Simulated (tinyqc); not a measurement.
Rate against temperature: collinear exchange A + BC -> AB + C on a London-Eyring-Polanyi-Sato surface: saddle, string of images and rate. Computed by tinyqc, a small Python program. Command: `OMP_NUM_THREADS=1 python tinyqc.py 3110287 3110288 out.jsonl leps walk`. One thread of a shared host (Intel(R) Xeon(R) Processor @ 2.30GHz), about 0.06 s of CPU time with the checks.

x = r(AB), y = r(BC), r(AC) = x + y. V is counted from separated atoms, the barrier from A + BC, that is V + D(BC).

Inputs (values chosen for the exercise, bond data loosely for abstraction of hydrogen from a Si-H bond by a hydrogen atom; the barrier is not fitted):
```
quantity            value           unit
D(AB)                4.83             eV
r0(AB)              0.742       angstrom
beta(AB)             1.94     1/angstrom
D(BC)                   4             eV
r0(BC)               1.48       angstrom
beta(BC)             1.52     1/angstrom
D(AC)                4.15             eV
r0(AC)               1.48       angstrom
beta(AC)             1.52     1/angstrom
Sato parameter S     0.08              -
mass of A           1.008              u
mass of B           1.008              u
mass of C           28.09              u
temperature T         300              K
step of the string   0.01  angstrom^2/eV
```

Constants: nu for 1 eV/(angstrom^2 u) = 15.6333042 THz; h x 1 THz = 4.135667696 meV; k_B = 1.380649e-23 J/K; u = 1.6605390666e-27 kg; k_B = 8.617333262e-05 eV/K.

Method:
- For each pair, with u = exp(-beta (r - r0)): Q = D [(3 + S) u^2 - (2 + 6 S) u]/(4 (1 + S)), J = D [(1 + 3 S) u^2 - (6 + 2 S) u]/(4 (1 + S)); V = Q1 + Q2 + Q3 - sqrt(((J1 - J2)^2 + (J2 - J3)^2 + (J3 - J1)^2)/2).
- String of 9 images between the fixed ends (r0(AB) + 2, r0(BC)) and (r0(AB), r0(BC) + 2), started on the two straight legs through (r0(AB) + 0.3, r0(BC) + 0.3): each iteration moves the inner images by -step x gradient (central differences) and spaces them evenly again along the broken line (coordinates are kept between 0.2 and 8 angstrom); stop when no coordinate changes by more than 1e-5 angstrom, at most 400 iterations.
- From the highest inner image, z -> z - H^-1 g with gradient g and Hessian H by central differences, steps capped at 0.15 angstrom, 12 steps.
- Wilson matrix G = [[1/m_A + 1/m_B, -1/m_B], [-1/m_B, 1/m_B + 1/m_C]]; eigenvalues lambda of G H give nu = 15.6333042 THz x sqrt(|lambda|), the negative one being imaginary. Reactant: nu_BC from k = 2 D beta^2 and 1/m_B + 1/m_C. Skew angle: cos = sqrt(m_A m_C/((m_A + m_B)(m_B + m_C))).
- One-dimensional rate constant without tunnelling, k = sqrt(k_B T/(2 pi mu)) [sinh(h nu_BC/(2 k_B T))/sinh(h nu_s/(2 k_B T))] exp(-barrier/(k_B T)) with mu = m_A (m_B + m_C)/(m_A + m_B + m_C); Wigner factor 1 + (h nu_i/(k_B T))^2/24; adiabatic barrier = barrier + h (nu_s - nu_BC)/2.

nu_BC = 68.1341 THz

real frequency at the saddle = 32.0385 THz

barrier = 0.492194 eV

imaginary frequency = 64.3858 THz

adiabatic barrier = 0.417554 eV

Rates; the last column is k_B T^2 d ln k/dT:
```
T (K)    k (cm/s)  Wigner factor  activation energy (eV)
300    6.2091e-03         5.4205                 0.43127
400    4.1290e-01         3.4865                 0.43761
550    1.3701e+01         2.3152                 0.44913
750    1.7883e+02         1.7073                 0.46580
1000   1.1229e+03         1.3978                 0.48578
1400   5.8667e+03         1.2030                 0.51398
2000   2.1934e+04         1.0995                 0.54999
```

What follows from these numbers?

The activation energy goes from 0.431 eV at 300 K, near the adiabatic barrier plus k_B T/2 (0.430), to 0.550 eV at 2000 K; the classical limit is the barrier plus k_B T/2 (0.578). Caution: the Wigner factor exceeds 2 at T: tunnelling, left out of k, is large and needs a better treatment than this factor.

Extremes, crossings and ranges named in words are read from the listed rows.
